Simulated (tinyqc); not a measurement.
Six-band hole subbands of a thin body in a field: one step. Confinement masses without spin-orbit coupling. Three cases, with inputs chosen for the exercise.

Problem. C(n n^T)/c has C_XX = (g1 + 4 g2) nx^2 + (g1 - 2 g2)(ny^2 + nz^2) and C_XY = 6 g3 nx ny, n the unit normal; its eigenvalues are the inverse masses along n.

Case 1.

Values chosen (near those of a p-type Ge channel; shifted at random, so the results belong to these values and not to a real crystal): g1 = 13.37 (Luttinger gamma1); g2 = 4.26 (gamma2); g3 = 5.67 (gamma3); face = 111 (surface).

Case 2.

Values chosen (near those of a p-type Si channel; shifted at random, so the results belong to these values and not to a real crystal): g1 = 4.27 (Luttinger gamma1); g2 = 0.34 (gamma2); g3 = 1.45 (gamma3); face = 111 (surface).

Case 3.

Values chosen (near those of a p-type Si channel; shifted at random, so the results belong to these values and not to a real crystal): g1 = 4.29 (Luttinger gamma1); g2 = 0.34 (gamma2); g3 = 1.45 (gamma3); face = 110 (surface).

Give: C(n n^T)/c; masses.

Solution.

Case 1.

C(n n^T)/c:
```
         X        Y        Z
X  13.3700  11.3400  11.3400
Y  11.3400  13.3700  11.3400
Z  11.3400  11.3400  13.3700
```

masses (m0): 0.4926  0.4926  0.0277

Case 2.

C(n n^T)/c:
```
        X       Y       Z
X  4.2700  2.9000  2.9000
Y  2.9000  4.2700  2.9000
Z  2.9000  2.9000  4.2700
```

masses (m0): 0.7299  0.7299  0.0993

Case 3.

C(n n^T)/c:
```
        X       Y       Z
X  4.6300  4.3500       0
Y  4.3500  4.6300       0
Z       0       0  3.6100
```

masses (m0): 3.5714  0.2770  0.1114

The heaviest mass, 3.57, comes from a near cancellation among the gammas, so a few per cent in them move it strongly.

Computed by tinyqc, one run a case: `OMP_NUM_THREADS=1 python tinyqc.py N N+1 out.jsonl` with N = 1281937, 1282099, 1282262; one thread of a shared Intel(R) Xeon(R) Processor @ 2.30GHz, about 0.4 s a run at most.
